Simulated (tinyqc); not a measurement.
A ladder of methods, and size consistency: correlation methods against full CI in the sto-3g basis, for H2, spin multiplicity 1. Computed by the program tinyqc with PySCF. 

Geometry (angstrom):
```
atom       x       y       z
H     0.0000  0.0000  0.0000
H     0.0000  0.0000  0.8390
```

RHF energy of one = -1.104563 hartree

All electrons correlated; +Q is the Davidson correction (1 - c0^2) E_corr. The last columns treat two copies 100 angstrom apart as one system. FCI is the lowest singlet.

Correlation energies (hartree):
```
method   E_corr of one  share of FCI (%)  E_corr of two at 100 angstrom  two minus twice one (mhartree)
MP2           -0.01563            61.848                       -0.03126                           0.000
CISD          -0.02527           100.000                       -0.04966                           0.876
CISD+Q        -0.02572           101.795                       -0.05136                           0.090
CCSD          -0.02527           100.000                       -0.05054                           0.000
CCSD(T)       -0.02527           100.000                       -0.05054                           0.000
FCI           -0.02527           100.000                              -                               -
```

MP2 recovers 62 %, CISD 100.0 % and CCSD 100.0 % of the FCI value (c0^2 = 0.982 in CISD). MP2 and coupled cluster are size consistent, so their last column vanishes; CISD loses 0.88 mhartree, since a double excitation on each copy is a quadruple of the pair, and the Davidson correction leaves +0.09. With two electrons, or one virtual orbital, CISD and CCSD are exact for one copy, so +Q overshoots there.
